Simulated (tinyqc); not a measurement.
Off-state leakage of single and stacked transistors: two steps of the calculation.

n-channel devices of unit width. Subthreshold current I(Vg, Vs, Vd) = I0 (T/300 K)^0.5 exp[(Vg - Vs - VT(T) - gb (Vs - Vb) + dd (Vd - Vs))/(nf Vt)] (1 - exp(-(Vd - Vs)/Vt)), VT(T) = VT - cT (T - 300 K). Gate-edge tunnelling Ig (Vd/1 V) exp(ag (Vd - 1 V)), for a gate at 0 V, and band-to-band leakage Ab u exp(-Bb/u), u = Vd - Vb + 1 V, flow at a drain held at V; both are taken as independent of T. In a stack of off transistors (all gates at 0 V) the same subthreshold current passes through each.

Values chosen for this exercise; values of the order met in bulk silicon logic transistors: temperature T = 358 K; supply voltage V = 1.1 V; threshold at 300 K, zero drain and body bias VT = 0.42 V; fall of the threshold with temperature cT = 0.9 mV/K; current at threshold at 300 K I0 = 0.6 uA/um; slope factor nf = 1.47; drain-induced lowering per volt dd = 0.11; rise of the threshold per volt of source-body bias gb = 0.12; gate-edge tunnelling current at 1 V Ig = 0.0007 uA/um; exponential slope of the gate current ag = 4.2 1/V; prefactor of band-to-band leakage at the drain Ab = 200 uA/(um V); its exponential voltage Bb = 29 V; body voltage Vb = -0.3 V.

Constants: q = 1.602176634e-19 C, kB = 1.380649e-23 J/K, Vt = kB T/q. Results are converted to the units shown.

Question 1. Leakage of one transistor. Vg = Vs = 0, Vd = V; effective threshold VT(T) - gb Vb - dd V.

Wanted: effective threshold; parts; total; shares.

Answer 1.

effective threshold = 0.2828 V
parts (nA/um): subthreshold 1.283, gate edge 1.172, band-to-band 2.713
total = 5.168 nA/um
shares (%): subthreshold 24.83, gate edge 22.67, band-to-band 52.50

The band-to-band part is the largest.

Question 2. New Vx. Stack of two, Vx the node between them: I_low = I(0, 0, Vx), I_up = I(0, Vx, V), f = ln(I_up/I_low), f' = -(1 + gb + 2 dd)/(nf Vt) - 1/(Vt (exp(Vx/Vt) - 1)) - 1/(Vt (exp((V - Vx)/Vt) - 1)), Vx(new) = Vx - f/f'.

Vx after iteration 1 = 0.092051345 V

Find: I_low; I_up; f; f'; Vx after iteration 2.

Answer 2.

I_low = 0.1057 nA/um
I_up = 0.1057 nA/um
f = 1.304e-4
f' = -31.28 1/V
Vx after iteration 2 = 0.09206 V

Computed by the program tinyqc: `OMP_NUM_THREADS=1 python tinyqc.py 2242068 2242069 out.jsonl`, one thread of a shared Intel Xeon 2.30GHz, about 0.04 s for the whole run.
